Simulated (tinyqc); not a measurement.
## p-n diode, drift-diffusion by the Gummel loop with Scharfetter-Gummel fluxes: effect of the SRH lifetime of electrons at fixed bias

Abrupt junction at x = 0, p side from -Lp, n side to Ln, ohmic contacts. psi is counted from the intrinsic level; n = ni exp((psi - phin)/Vt), p = ni exp((phip - psi)/Vt). Contacts: p side psi = V - Vt ln(Na/ni), p = Na, n = ni^2/Na; n side psi = Vt ln(Nd/ni), n = Nd, p = ni^2/Nd. Constant mobilities, D = mu Vt, Boltzmann statistics, SRH recombination through a mid-gap level, U = (n p - ni^2)/(tp (n + ni) + tn (p + ni)). Current is positive from the p contact to the n contact.

ni = sqrt(Nc Nv) exp(-Eg/(2 Vt)), Eg in volts. Poisson and both continuity equations are solved self-consistently with Scharfetter-Gummel fluxes on a graded mesh of 500 nodes. J_scr is q times the integral of U between -xp and xn. Ideal diffusion current J_id = q ni^2 [Dn coth(wp/Le)/(Le Na) + Dp coth(wn/Lh)/(Lh Nd)] (exp(V/Vt) - 1), Le = sqrt(Dn tn), Lh = sqrt(Dp tp), wp = Lp - xp, wn = Ln - xn, with xp and xn from the depletion approximation (W = sqrt(2 eps0 eps_r (Vbi - V)(1/Na + 1/Nd)/q), xp = W Nd/(Na + Nd), xn = W Na/(Na + Nd), Vbi = Vt ln(Na Nd/ni^2)). Ideality factor = 0.004 V/(Vt ln[J(V + 0.004 V)/J(V)]).

Parameters, values chosen for the exercise; band and dielectric values close to those of cadmium telluride: temperature T = 300 K; band gap Eg = 1.49 eV; relative permittivity eps_r = 10.1; conduction-band density of states at T Nc = 7.98e17 cm^-3; valence-band density of states at T Nv = 1.83e19 cm^-3; acceptor density of the p side Na = 3.1e16 cm^-3; donor density of the n side Nd = 2e17 cm^-3; electron mobility mun = 530 cm^2/(V s); hole mobility mup = 44 cm^2/(V s); SRH lifetime of holes tp = 4e-8 s; length of the p side Lp = 3.8 um; length of the n side Ln = 4.2 um; uniform generation rate G = 0 cm^-3 s^-1; bias of the p contact V = 0.78 V.

Constants: q = 1.602176634e-19 C, kB = 1.380649e-23 J/K, Vt = kB T/q, eps0 = 8.8541878128e-14 F/cm where lengths are in cm. Results are converted to the units shown.

Results:
columns A: tn (s); B: J (A/cm^2); C: ideality factor; D: J_scr/J (%); E: J_id (A/cm^2); F: share recombining at the contacts (%); G: larger minority/doping at -xp and xn
```
A            B     C     D        E        F        G
1e-11  0.00147  1.66  93.4  1.04e-4  0.00144  2.31e-8
1e-10  4.09e-4  1.68  91.9  3.31e-5  0.00595  2.69e-8
1e-9   1.16e-4  1.70  90.9  1.06e-5    0.794  2.78e-8
1e-7   1.24e-5  1.50  71.6  3.51e-6     26.6  2.81e-8
1e-6   6.02e-6  1.25  43.4  3.41e-6     55.4  2.81e-8
1e-5   4.18e-6  1.10  18.7  3.40e-6     80.0  2.81e-8
```

Estimate the missing row, tn = 1e-8 s.

Computed row:
columns A: tn (s); B: J (A/cm^2); C: ideality factor; D: J_scr/J (%); E: J_id (A/cm^2); F: share recombining at the contacts (%); G: larger minority/doping at -xp and xn
```
A           B     C     D        E     F        G
1e-8  3.47e-5  1.67  87.3  4.43e-6  8.21  2.81e-8
```

With this row back in the table: As tn rises from 1e-11 to 1e-5, J falls from 0.00147 to 4.18e-6 A/cm^2, the share of the depleted layer falls from 93.4 to 18.7 % and the share lost at the contacts rises from 0.00144 to 80.0 %. The exponent d ln J/d ln tn is -0.55 between the first two rows and -0.16 between the last two. J less J_scr is 0.17 % below J_id in the last row.

Numbers from tinyqc (`OMP_NUM_THREADS=1 python tinyqc.py 2240134 2240135 out.jsonl`; about 0.2 s on one thread of a shared Intel Xeon 2.30GHz).
